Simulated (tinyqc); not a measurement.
Thermal, flicker and telegraph noise of a field-effect transistor: one step, computed by the program tinyqc. Command: `OMP_NUM_THREADS=1 python tinyqc.py 3014373 3014374 out.jsonl noise walk`. One thread of a shared host (Intel(R) Xeon(R) Processor @ 2.30GHz), about 0.01 s of CPU time with the checks.

Strong inversion, threshold roll-off and channel-length modulation left out; noise sources are uncorrelated and are given as one-sided spectral densities.

Question. How many traps? Active traps per decade of time constant: N_dec = N_t k_B T W L lambda ln(10); a single trap at the interface shifts the threshold by e/(W L C_ox) and the current by g_m times that; tunnelling depth for frequency f, z = lambda ln(1/(2 pi f tau_0)), tau_0 = 1e-10 s.

Inputs (values chosen for the exercise, modelled on a high-k silicon transistor):

| quantity | value | unit |
|---|---|---|
| width W | 0.91 | micrometre |
| length L | 340 | nm |
| oxide trap density N_t | 5.8e+15 | 1/(eV cm^3) |
| frequency f | 70 | Hz |
| temperature T | 400 | K |

Operating region: saturation. Flicker model: number fluctuation.

tunnelling length lambda = 0.8224891 angstrom

C_ox = 1.501362 microfarad/cm^2

g_m = 330.9376 microsiemens

drain current I = 45.08696 microampere

Constants: k_B = 8.617333262e-05 eV/K; e = 1.602176634e-19 C.

Give: traps per decade; threshold step of one trap; current step of one trap; depth probed at f.

Answer.

traps per decade = 0.01171

threshold step of one trap = 0.03449 mV

current step of one trap = 0.02532 %

depth probed at f = 1.393 nm

With fewer than one trap per decade the spectrum is not a smooth 1/f but a few Lorentzians, seen in time as telegraph steps, and S_Vfb is only the mean over many devices. Caution: fewer than one trap per decade of time constant is active, so one device shows telegraph steps and the 1/f law is only a mean over many devices.
